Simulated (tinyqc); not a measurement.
Inside a calculation. Model: gated graphene, quantum capacitance.

Program tinyqc, `OMP_NUM_THREADS=1 python tinyqc.py 2200129 2200130 out.jsonl`; Intel Xeon 2.30GHz, shared host, one thread, about 0.01 s. Printed values are rounded.

phi is the Fermi level above the Dirac point, in volts; Vg is counted from the gate voltage of charge neutrality. Ideal linear bands, no charge puddles.

Values chosen for this exercise; values close to those of graphene:
- T = 400 K (temperature)
- eox = 3.9 (relative permittivity of the gate insulator (close to silicon dioxide))
- tox = 3.4 nm (insulator thickness)
- vF = 1.13e6 m/s (Fermi velocity)
- Dit = 0 cm^-2 eV^-1 (density of traps)
- Vg = 0.63 V (gate voltage)

Constants: q = 1.602176634e-19 C, kB = 1.380649e-23 J/K, hbar = 1.054571817e-34 J s, Vt = kB T/q, eps0 = 8.8541878128e-14 F/cm where lengths are in cm. Results are converted to the units shown.

## Gate capacitance

Cox = eps0 eox/tox.

Cox = 1.01563 uF/cm^2

## Starting value

phi = Vg.

phi at the start = 0.63 V

## Iteration 1: new phi

N0 = (2/pi)(kB T/(hbar vF))^2; n = N0 F1(phi/Vt), p = N0 F1(-phi/Vt), F1(e) = int_0^infinity u du/(1 + exp(u - e)) = -Li2(-exp(e)); Cq = q d(n - p)/dphi = (q N0/Vt) ln[2 (1 + cosh(phi/Vt))]. Newton: f = phi + q (n - p + Dit phi)/Cox - Vg, phi(new) = phi - f/(1 + (Cq + q Dit)/Cox).

n = 2.30621e13 cm^-2
p = 1578.36 cm^-2
Cq = 11.6156 uF/cm^2
f = 3.63810 V
phi after iteration 1 = 0.337475 V

## Iteration 2: new phi

As before.

n = 6.77798e12 cm^-2
p = 7.65337e6 cm^-2
Cq = 6.22227 uF/cm^2
f = 0.776716 V
phi after iteration 2 = 0.228486 V

## Iteration 3: new phi

As before.

n = 3.22859e12 cm^-2
p = 1.80685e8 cm^-2
Cq = 4.21438 uF/cm^2
f = 0.107775 V
phi after iteration 3 = 0.207557 V

## Course of the iteration

Stop when the step is below 1e-10 V, or after 40 iterations.

Course of the iteration:
```
iteration  phi before the step (V)   step (V)
1                             0.63     -0.293
2                         0.337475     -0.109
3                         0.228486    -0.0209
4                         0.207557   -8.31e-4
5                         0.206726   -1.31e-6
6                         0.206725  -3.26e-12
```

Converged in 6 iterations.

## Charge and capacitances at the solution

converged phi = 0.206725 V

N0 = (2/pi)(kB T/(hbar vF))^2; n = N0 F1(phi/Vt), p = N0 F1(-phi/Vt), F1(e) = int_0^infinity u du/(1 + exp(u - e)) = -Li2(-exp(e)); Cq = q d(n - p)/dphi = (q N0/Vt) ln[2 (1 + cosh(phi/Vt))]. 1/C_G = 1/Cox + 1/(Cq + q Dit); dphi/dVg = Cox/(Cox + Cq + q Dit).

n - p = 2.68316e12 cm^-2
Cq = 3.81464 uF/cm^2
C_G = 0.802079 uF/cm^2
dphi/dVg = 0.210263

Cq is 3.76 times Cox, so C_G is 79.0 % of Cox; 32.8 % of the gate voltage has gone into phi.
